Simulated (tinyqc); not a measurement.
Elastic trap-assisted tunnelling through a dielectric: two steps of the calculation.

Emitter at x = 0 (Fermi level 0), collector at x = t (Fermi level -V), band edge U(x) = phi - F x, F = V/t. A trap at x has the energy E = U(x) - Et. With G(u) = (4/(3 F)) sqrt(mo/C) max(u, 0)^1.5, C = hbar^2/(2 m0): S1 = G(phi - E) - G(Et), S2 = G(Et) - G(phi - V - E), T1,2 = exp(-S1,2). The steady rate through one trap is nu T1 T2 (f1 - f2)/(T1 + T2), f1 = f(E), f2 = f(E + V), f(y) = 1/(1 + exp(y/Vt)); both contacts offer states at E.

Inputs (values chosen for the exercise); dielectric values close to those of silicon dioxide:
- T = 350 K (temperature)
- phi = 3.1 eV (barrier above the emitter Fermi level)
- mo = 0.51 m0 (tunnelling mass)
- t = 6.4 nm (thickness)
- Et = 2.19 eV (trap depth below the band edge of the dielectric)
- Nt = 8.1e17 cm^-3 (trap density)
- nu = 1e14 1/s (attempt frequency)
- n = 9 (points of the grid)
- V = 2.47 V (voltage)
- xa = 2.12 nm (left end of the grid)
- xb = 3.22 nm (right end of the grid)

Constants: q = 1.602176634e-19 C, kB = 1.380649e-23 J/K, hbar = 1.054571817e-34 J s, m0 = 9.1093837015e-31 kg, Vt = kB T/q, hbar^2/(2 m0) = 0.0380998212 eV nm^2. Results are converted to the units shown.

Problem 1. Rate through a trap near the best position. n equally spaced x from xa to xb, where nearly all of the current flows; J = q Nt times the integral of the rate, by Simpson's rule.

Give: x; E; S1; S2; f1 - f2; rate; J.

Solution 1.

```
point  x (nm)    E (eV)      S1      S2   f1 - f2  rate (1/s)
0      2.1200   0.09181  24.983  35.974  0.045472   0.0010821
1      2.2575   0.03875  26.736  35.218   0.21676    0.010984
2      2.3950  -0.01432  28.504  34.428   0.61652    0.068720
3      2.5325  -0.06739  30.287  33.604   0.90328     0.22208
4      2.6700  -0.12045  32.085  32.748   0.98190     0.38850
5      2.8075  -0.17352  33.898  31.861   0.99684     0.16734
6      2.9450  -0.22659  35.726  30.944   0.99945    0.030237
7      3.0825  -0.27965  37.568  29.999   0.99991   0.0048307
8      3.2200  -0.33272  39.425  29.025   0.99998   7.5476e-4
```

J = 1.5451e-9 A/cm^2

Problem 2. The best-placed trap against direct tunnelling. At x = xs: E, S1, S2 and the occupation (T1 f1 + T2 f2)/(T1 + T2). Direct tunnelling at E = 0 has S = (4/(3 F)) sqrt(mo/C) [phi^1.5 - max(phi - V, 0)^1.5].

xs = 2.67 nm

Wanted: E; S1; S2; occupation; S of direct tunnelling.

Solution 2.

E = -0.1205 eV
S1 = 32.09
S2 = 32.75
occupation = 0.6478
S of direct tunnelling = 62.67

Range of the model: Phonon-assisted (inelastic) capture, chains of traps and a spread of trap depths are left out.

Computed by the program tinyqc: `OMP_NUM_THREADS=1 python tinyqc.py 2370015 2370016 out.jsonl`, one thread of a shared Intel Xeon 2.30GHz, about 0.03 s for the whole run.
